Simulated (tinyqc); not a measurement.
What moves transparency and gain: optical gain and spontaneous emission in a bulk direct-gap semiconductor.

Parabolic bands, vertical transitions, no excitons. For each hole band j: mr = me mj/(me + mj); joint density of states J_j(E) = (mr/c)^(3/2) sqrt(E - Eg)/(2 pi^2), both spins, c = hbar^2/2m0; averaged matrix element |e.p|^2 = m0 Ep/6; alpha_j(E) = 4 pi^2 alpha_f c Ep J_j/(3 nr E) in 1/angstrom (alpha_f the fine-structure constant, listed as alpha among the constants), times 1e8 for 1/cm.

F_j(eta) = (1/Gamma(j + 1)) integral_0^infinity x^j dx/(1 + exp(x - eta)), which tends to exp(eta) for eta << 0.

Quasi-Fermi levels: n = Nc F_1/2(Fc/kT) and p = Nv F_1/2(Fv/kT), Fc counted up from the conduction edge and Fv down from the valence edge; Nc, Nv from N = 2 (m kB T/(4 pi c))^(3/2) with c = hbar^2/2m0, in 1/angstrom^3; times 1e24 for 1/cm^3, with me and (mhh^(3/2) + mlh^(3/2))^(2/3).

For band j the electron sits at Ee = (E - Eg) mr/me above its edge and the hole at Eh = (E - Eg) mr/mj; fe = 1/(1 + exp((Ee - Fc)/kT)), fh = 1/(1 + exp((Eh - Fv)/kT)); gain g = sum_j alpha_j (fe + fh - 1).

Constants: hbar^2/2m0 = 3.80998211 eV angstrom^2; fine-structure constant alpha = 0.007297352564; kB = 8.617333262e-05 eV/K.

Inputs chosen for the exercise (near those of GaAs; shifted at random, so the results belong to these values and not to a real crystal):
```
symbol  value    unit    meaning
Eg      1.439    eV      direct gap
me      0.0653   m0      electron mass
mhh     0.476    m0      heavy-hole mass
mlh     0.0801   m0      light-hole mass
Ep      26       eV      Kane energy
nr      3.55             refractive index
T       300      K
n       3.9e+18  1/cm^3  injected density, n = p
```

Transparency is Fc + Fv = 0; the peak is the largest g over E at the density n (0 if none).

Results for these values:
```
case  transparency density (1/cm^3)  Fc + Fv (eV)  peak gain (1/cm)
base                       1.17e+18        0.1171              1288
```

What happens to each result for T = 340 K, all else kept?

Answer: transparency density rises from 1.17e+18 to 1.41e+18; Fc + Fv falls from 0.1171 to 0.1072; peak gain falls from 1288 to 1047.

The same for each parameter in turn:
```
case                 transparency density (1/cm^3)  Fc + Fv (eV)  peak gain (1/cm)
base                                      1.17e+18        0.1171              1288
me = 0.0751 m0                            1.34e+18        0.0983              1355
mhh = 0.286 m0                            9.04e+17        0.1389              2051
Ep = 28.6 eV                              1.17e+18        0.1171              1417
T = 340 K                                 1.41e+18        0.1072              1047
n = 5.07e+18 1/cm^3                       1.17e+18        0.1522              1758
nr = 3.73                                 1.17e+18        0.1171              1226
```

tinyqc: `OMP_NUM_THREADS=1 python tinyqc.py 1680313 1680314 out.jsonl`; about 0.08 s, one thread, shared Intel(R) Xeon(R) Processor @ 2.30GHz.
